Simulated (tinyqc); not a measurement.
Schemes compared: quasiparticle equation with a plasmon-pole self-energy for two band edges.

For each edge E = e + X + Sc(E), with the correlation part Sc(E) = A[0]/(E - a + w) + A[1]/(E - b - w); a and b are the valence and conduction energies that enter the Green function (a = ev, b = ec in the one-shot scheme). Z = 1/(1 - dSc/dE), dSc/dE = -A[0]/(E - a + w)^2 - A[1]/(E - b - w)^2.

Inputs chosen for the exercise (scales of the order of those of HfO2; not measured data):
- ev = 0 eV (mean-field valence top)
- ec = 3.96 eV (mean-field conduction edge)
- w = 14.7 eV (pole energy)
- Av = (47.8, 21.3) eV^2 (weights of the valence state on the hole and electron poles)
- Ac = (22.6, 48.4) eV^2 (the same for the conduction state)
- Xv = -3.88 eV (exchange minus the mean-field potential, valence)
- Xc = 2.91 eV (the same, conduction)

Z = 1; linearised; exact one-shot; energies updated in G (a, b); updated in G and W, where w grows by half of the opening of the gap (a rule chosen for the exercise).

Cases:
```
scheme
mean field
Z = 1
linearised
"one-shot, exact"
update G
update G and W
```

Rank the cases by gap, lowest first.

Answer: mean field, one-shot, exact, linearised, update G, Z = 1, update G and W.

Results (eV):
```
scheme,Ev,Ec,gap,opening
mean field,0.000,3.960,3.960,0.000
Z = 1,-1.770,4.789,6.558,2.598
linearised,-1.380,4.603,5.983,2.023
"one-shot, exact",-1.361,4.599,5.959,1.999
update G,-1.643,4.654,6.297,2.337
update G and W,-1.841,4.850,6.691,2.731
```

The openings run from 1.999 (one-shot, exact) to 2.731 eV (update G and W). Linearising moves the gap by 24 meV, updating G +337 meV and updating W a further +395 meV: once Z is kept, the level of self-consistency matters more than linearising.

Computed by tinyqc, a small Python program: `OMP_NUM_THREADS=1 python tinyqc.py 1880459 1880460 out.jsonl` (the numbers bound the seed that draws the inputs); one thread of a shared host (Intel(R) Xeon(R) Processor @ 2.30GHz), about 0.02 s for the whole set of steps.
